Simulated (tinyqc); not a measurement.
# Changing the C44

Model: anisotropic elasticity and sound waves of a cubic crystal. Computed by tinyqc, a small Python program. Command: `OMP_NUM_THREADS=1 python tinyqc.py 3010092 3010093 out.jsonl cubicelastic sweep`. One thread of a shared host (Intel(R) Xeon(R) Processor @ 2.30GHz), about 0.01 s of CPU time with the checks.

Voigt order 1..6 = xx, yy, zz, yz, xz, xy, with engineering shear strains. The rotated frame has x' as named, z' along the wafer normal and y' = z' x x'.

Inputs (values chosen for the exercise, modelled on aluminium):

| quantity | value | unit |
|---|---|---|
| C11 | 107.9 | GPa |
| C12 | 59.93 | GPa |
| expansion coefficient of the film | 22 | ppm/K |
| expansion coefficient of the substrate | 4.2 | ppm/K |
| cooling Delta T | 500 | K |

Frame: (001) wafer, x' along [210].

direction cosines a (rows x', y', z' in the cube axes):
```
            x         y         z
x'   0.894427  0.447214  0.000000
y'  -0.447214  0.894427  0.000000
z'   0.000000  0.000000  1.000000
```

Method:
- S11 = (C11 + C12)/D, S12 = -C12/D, D = (C11 - C12)(C11 + 2 C12), S44 = 1/C44. Zener ratio A = 2 C44/(C11 - C12); S0 = S11 - S12 - S44/2; H = 2 C44 + C12 - C11.
- C'_ijkl = C12 delta_ij delta_kl + C44 (delta_ik delta_jl + delta_il delta_jk) - H sum_m a_im a_jm a_km a_lm.
- Invert C' to S'. E along x' = 1/S'11, along y' = 1/S'22; Poisson ratios nu(x'y') = -S'12/S'11 and nu(x'z') = -S'13/S'11; in-plane shear modulus 1/S'66.
- On cooling, a thick substrate imposes eps_1 = eps_2 = (alpha_film - alpha_substrate) Delta T and eps_6 = 0; the free surface sets sigma_3 = sigma_4 = sigma_5 = 0, which fixes eps_3, eps_4, eps_5. Biaxial modulus M = (sigma_1 + sigma_2)/(2 eps); energy density M eps^2. Elastic response and constant coefficients are assumed.

One run for each value:

| C44 (GPa) | Zener ratio A | E along x' (GPa) | E along y' (GPa) | biaxial modulus M (GPa) | nu(x'y') | nu(x'z') |
|---|---|---|---|---|---|---|
| 7.2 | 0.300 | 32.35 | 32.35 | 101.3 | 0.6805 | 0.1774 |
| 10.1 | 0.421 | 40.76 | 40.76 | 101.3 | 0.5974 | 0.2236 |
| 14.1 | 0.588 | 49.91 | 49.91 | 101.3 | 0.5071 | 0.2737 |
| 19.7 | 0.821 | 59.48 | 59.48 | 101.3 | 0.4126 | 0.3263 |
| 27.6 | 1.151 | 69.03 | 69.03 | 101.3 | 0.3183 | 0.3786 |
| 38.5 | 1.605 | 77.84 | 77.84 | 101.3 | 0.2312 | 0.4270 |
| 53.9 | 2.247 | 85.77 | 85.77 | 101.3 | 0.1529 | 0.4705 |
| 106.0 | 4.419 | 98.04 | 98.04 | 101.3 | 0.0318 | 0.5378 |

Give the missing row, C44 (GPa) = 75.4.

Computed row:
```
C44 (GPa)  Zener ratio A  E along x' (GPa)  E along y' (GPa)  biaxial modulus M (GPa)  nu(x'y')  nu(x'z')
75.4               3.144             92.49             92.49                    101.3    0.0866    0.5073
```

Interpolating between the two neighbouring rows (the first column on a logarithmic scale, the others too where they are positive) misses most in nu(x'y'), by 19 %. Over the rows, Zener ratio A rises from 0.300 to 4.42 (exponent d ln y / d ln x about 1.0 throughout); E along x' (GPa) rises from 32.3 to 98.0 (exponent d ln y / d ln x 0.68 between the first rows and 0.17 between the last); E along y' (GPa) rises from 32.3 to 98.0 (exponent d ln y / d ln x 0.68 between the first rows and 0.17 between the last); biaxial modulus M (GPa) does not change. The exponent of biaxial modulus M stays at 0: a (001) film is not sheared in the cube frame. The crystal is isotropic at C44 = (C11 - C12)/2 = 24.0 GPa.

Caution (all rows): the thermal stress of this film exceeds 200 MPa, which can relax by slip, cracking or buckling in a real film.
